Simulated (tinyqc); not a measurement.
Programming of a floating-gate cell by Fowler-Nordheim tunnelling: effect of the gate voltage.

Per tunnel area the floating gate has Ctun = 3.9 eps0/tox to the channel (0 V) and Ccg to the control gate, Ct = Ctun/(1 - ag), no other coupling. With the threshold shift U = -Q/Ccg the field is F = ag (Vg - U)/tox, and dU/dt = J/Ccg. Fowler-Nordheim: J = A F^2 exp(-B/F), A = q^2/(16 pi^2 hbar mo phi) (times 1e14 for A/cm^2 with F in V/nm, emitter mass m0), B = (4/3) sqrt(mo/C) phi^1.5, C = hbar^2/(2 m0).

After 0.0005 s. Exact: exp(B/F(t)) = exp(B/F(0)) + K t, K = A B ag/(Ccg tox), and U = Vg - tox F/ag.

Parameters, values chosen for the exercise; oxide values close to those of silicon dioxide:
- phi = 3.08 eV (tunnel barrier)
- mo = 0.41 m0 (tunnelling mass)
- tox = 8.5 nm (tunnel oxide thickness)
- ag = 0.54 (coupling ratio Ccg/Ct)
- Vt0 = -0.1 V (threshold shift at the start)

Constants: q = 1.602176634e-19 C, hbar = 1.054571817e-34 J s, m0 = 9.1093837015e-31 kg, eps0 = 8.8541878128e-14 F/cm where lengths are in cm, hbar^2/(2 m0) = 0.0380998212 eV nm^2. Results are converted to the units shown.

Results:
```
Vg (V)  F (V/nm)  J (A/cm^2)       U (V)
13.4     0.85189   7.8390e-5  -0.0093045
14       0.87884   1.9544e-4     0.16640
14.6     0.89567   3.3647e-4     0.50157
15.3     0.90472   4.4706e-4      1.0591
15.9     0.90774   4.9099e-4      1.6115
16.5     0.90899   5.1023e-4      2.1919
17.1     0.90951   5.1858e-4      2.7836
18.4     0.90986   5.2422e-4      4.0781
```

Estimate the missing row, Vg = 17.8 V.

Computed row:
```
Vg (V)  F (V/nm)  J (A/cm^2)   U (V)
17.8     0.90977   5.2269e-4  3.4796
```

With this row back in the table: U rises from -0.00930 to 4.08 V, by 0.29 V a volt between the first two rows and 0.998 between the last two: once K t exceeds exp(B/F(0)) the final field, 0.910 V/nm, no longer depends on Vg.

Range of the model: Programming fields of 10 MV/cm and more wear the oxide; trapping and the channel potential are ignored.

Computed by the program tinyqc: `OMP_NUM_THREADS=1 python tinyqc.py 2130008 2130009 out.jsonl`, one thread of a shared Intel Xeon 2.30GHz, about 0.01 s for the whole run.
